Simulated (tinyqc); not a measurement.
# Inversion-layer mobility, back-scattering and ballistic limit of a field-effect transistor, step by step

A worked calculation. Computed by tinyqc, a small Python program that keeps every step. Command: `OMP_NUM_THREADS=1 python tinyqc.py 3031680 3031681 out.jsonl mos walk`. One thread of a shared host (Intel(R) Xeon(R) Processor @ 2.30GHz), about 0.01 s of CPU time with the checks. Intermediate numbers are printed to about 5 digits and carried at full precision; extremes and crossings named in words are read from the listed rows.

The charge at the top of the source barrier is fixed by the gate; series resistance and short-channel effects are left out. F_j are Fermi integrals normalised to exp(eta) in the classical limit.

Inputs (values chosen for the exercise, modelled on a silicon n-channel):
```
quantity,value,unit
transport mass m,0.2,m_0
valley degeneracy g_v,2,-
weight w of the inversion charge,0.5,-
permittivity eps,11.7,-
"phonon mobility at 1 MV/cm and 300 K, mu_ph",310,cm^2/(V s)
"roughness mobility at 1 MV/cm, mu_sr",1200,cm^2/(V s)
"Coulomb mobility at N_inv = 1e12/cm^2, mu_C",1200,cm^2/(V s)
electrical oxide thickness t_inv,4.6,nm
depletion charge N_dep,6.3e+11,1/cm^2
gate overdrive V_G - V_T,0.18,V
drain voltage V_D,1,V
channel length L,67,nm
exponent a of the critical length,0.77,-
temperature T,400,K
```

Statistics at the top of the barrier: non-degenerate.

Constants: eps_0 = 8.8541878128e-12 F/m; e = 1.602176634e-19 C; m_0 = 9.1093837015e-31 kg; k_B = 1.380649e-23 J/K; hbar = 1.054571817e-34 J s; k_B = 8.617333262e-05 eV/K.

## Charge and field

N_inv = 3.9 eps_0 (V_G - V_T)/(e t_inv); effective field E_eff = e (N_dep + w N_inv)/(eps eps_0).

inversion density N_inv = 8.4337e+11 1/cm^2

effective field E_eff = 0.16265 MV/cm

## Effective mobility

mu_phonon = mu_ph (E_eff/1 MV/cm)^(-0.3) (T/300 K)^(-1.75); mu_rough = mu_sr (E_eff/1 MV/cm)^(-2); mu_Coulomb = mu_C (N_inv/1e12 cm^-2) (T/300 K); Matthiessen's rule adds 1/mu.

phonon part = 323.10 cm^2/(V s)

roughness part = 45359 cm^2/(V s)

Coulomb part = 1349.4 cm^2/(V s)

effective mobility mu = 259.19 cm^2/(V s)

The phonon part is the lowest and holds 80 % of 1/mu.

## Ballistic limit

Non-degenerate: every F_j(eta) is replaced by exp(eta). Ballistic channel: N_2D = g_v m k_B T/(pi hbar^2), U = e V_D/(k_B T); eta_F solves N_inv = (N_2D/2)[F_0(eta_F) + F_0(eta_F - U)]; v_T = sqrt(2 k_B T/(pi m)); I/W = e (N_2D/2) v_T [F_1/2(eta_F) - F_1/2(eta_F - U)]; injection velocity v_T F_1/2(eta_F)/F_0(eta_F).

N_2D = 5.7596e+12 1/cm^2

eta_F = -1.2281

thermal velocity v_T = 1.3892 1e7 cm/s

injection velocity = 1.3892 1e7 cm/s

ballistic current I/W = 187.71 microampere/micrometre

## Back-scattering

Mean free path lambda = (2 k_B T/e)(mu/v_T) F_0(eta_0)/F_-1/2(eta_0), with eta_0 from N_inv = N_2D F_0(eta_0); critical length l = L (1 + U)^(-a), an empirical rule; back-scattering r = l/(l + lambda). Then eta solves N_inv = (N_2D/2)[(1 + r) F_0(eta) + (1 - r) F_0(eta - U)] and I/W = e (N_2D/2) v_T (1 - r)[F_1/2(eta) - F_1/2(eta - U)]. Ballistic ratio: I over the ballistic current. Apparent mobility 1/(1/mu + 1/mu_B), mu_B = mu L/lambda.

eta_0 = -1.9212

mean free path lambda = 12.863 nm

critical length l = 4.8816 nm

back-scattering coefficient r = 0.27511

current I/W = 106.71 microampere/micrometre

ballistic ratio = 0.56849

apparent low-field mobility = 217.45 cm^2/(V s)

L/lambda = 5.21, but at this drain voltage only the first 4.88 nm can return a carrier to the source, so the device works at 57 % of its ballistic limit. Caution: the current exceeds the long-channel drift law, so the empirical rule for l, meant for short channels, is too generous here.

## Channel length

The last column is the long-channel law e N_inv mu V/L with V = V_D - V_D^2/(2 V_ov) below pinch-off and V_ov/2 above, V_ov = V_G - V_T.

Currents (microampere/micrometre):
```
L (nm),r,I/W,ballistic ratio,long-channel law
5,0.02754,177.64,0.94639,630.41
10,0.05361,168.61,0.89824,315.21
20,0.10176,153.03,0.81528,157.60
40,0.18472,129.17,0.68816,78.80
80,0.31184,98.47,0.52457,39.40
160,0.47543,66.74,0.35554,19.70
400,0.69379,33.93,0.18078,7.88
1000,0.84995,15.23,0.08111,3.15
```

The current scales as L^-0.87 at the long end and as L^-0.08 at the short end, where it reaches 95 % of the ballistic 188. The long-channel law passes the ballistic limit between 10.0 and 20.0 nm and has no meaning below. At 1000 nm the model gives 4.83 times the long-channel law; the rule for l is a fit for short devices and fails wherever the model exceeds that law. Raising mu by 10 % at 20 nm raises I by 1.7 %.

## The mobility curve

The formulas are those given above.

Mobilities (cm^2/(V s)):
```
V_G - V_T (V),N_inv (1/cm^2),E_eff (MV/cm),phonon,roughness,Coulomb,total
0.03,1.4056e+11,0.10830,365.03,1.0230e+05,225,138.97
0.06,2.8112e+11,0.11917,354.70,8.4492e+04,450,197.85
0.12,5.6225e+11,0.14091,337.31,6.0433e+04,900,244.33
0.20,9.3708e+11,0.16990,318.91,4.1572e+04,1499,261.32
0.35,1.6399e+12,0.22425,293.43,2.3863e+04,2624,261.03
0.50,2.3427e+12,0.27859,274.93,1.5461e+04,3748,251.97
0.75,3.5140e+12,0.36917,252.67,8.8048e+03,5622,235.34
1.00,4.6854e+12,0.45975,236.57,5.6771e+03,7497,220.43
1.50,7.0281e+12,0.64091,214.13,2.9213e+03,11245,196.03
```

The lowest part is Coulomb at 0.0300, phonon from 0.0600 to 1.50 V. The total peaks at 261 near E_eff = 0.17 MV/cm: screening lifts it at low density and the field presses it down at high density.

Checks made by the program: long channel and small V_D against the drift formula e N mu V_D/L (relative difference 8e-05).
